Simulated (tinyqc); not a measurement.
Depth and level of a trap from the time ratio.

Problem. For an oxide trap tc/te = exp(E/Vt) with E = E0 - dpsi - (xt/tox)(Vg - VT - dpsi), dpsi being the rise of the surface potential above its value at threshold. Find xt and E0, and the depth that would be read if dpsi were ignored.

Inputs (values chosen for the exercise): temperature T = 350 K; insulator thickness tox = 2.6 nm.

Constants: q = 1.602176634e-19 C, kB = 1.380649e-23 J/K, Vt = kB T/q. Results are converted to the units shown.

Vg - VT (V): 0.01  0.16
tc/te: 2.9667412  0.14598087
dpsi (V): 0.0051490193  0.052598435

Answer. E + dpsi is a straight line in the oxide voltage Vg - VT - dpsi with slope -xt/tox and intercept E0. Ignoring dpsi assigns the motion of the bands to the trap and overstates its depth.

xt = 1.100 nm
E0 = 0.04000 eV
depth read without dpsi = 1.574 nm

Numbers from tinyqc (`OMP_NUM_THREADS=1 python tinyqc.py 2710002 2710003 out.jsonl`; about 0.01 s on one thread of a shared Intel Xeon 2.30GHz).
